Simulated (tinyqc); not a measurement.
Critical temperature from a phonon spectrum: McMillan, Allen-Dynes and the linearised Eliashberg equation: one step, computed by the program tinyqc. Command: `OMP_NUM_THREADS=1 python tinyqc.py 3020315 3020316 out.jsonl eliashberg walk`. One thread of a shared host (Intel(R) Xeon(R) Processor @ 2.30GHz), about 0.01 s of CPU time with the checks.

alpha^2 F(omega) = sum_i (lambda_i omega_i/2) delta(omega - omega_i), so that lambda = 2 int alpha^2 F/omega d omega = sum_i lambda_i.

Question. McMillan and Allen-Dynes. McMillan form: k_B T_c = (omega_log/1.2) exp[-1.04 (1 + lambda)/(lambda - mu* (1 + 0.62 lambda))]. Allen-Dynes multiplies it by f1 f2: f1 = [1 + (lambda/L1)^(3/2)]^(1/3), L1 = 2.46 (1 + 3.8 mu*); f2 = 1 + (omega_rms/omega_log - 1) lambda^2/(lambda^2 + L2^2), L2 = 1.82 (1 + 6.3 mu*) omega_rms/omega_log.

Inputs (values chosen for the exercise, for a model metal): Coulomb pseudopotential mu* = 0.1.

Peaks in alpha^2 F: one.

lambda = 0.889

omega_rms = 17.2 meV

omega_log = 17.2 meV

Constants: k_B = 8.617333262e-05 eV/K.

Give: T_c, McMillan form; f1; f2; T_c, Allen-Dynes.

Answer.

T_c, McMillan form = 11.44 K

f1 = 1.043

f2 = 1

T_c, Allen-Dynes = 11.93 K

The two corrections raise T_c by 4.3 %.
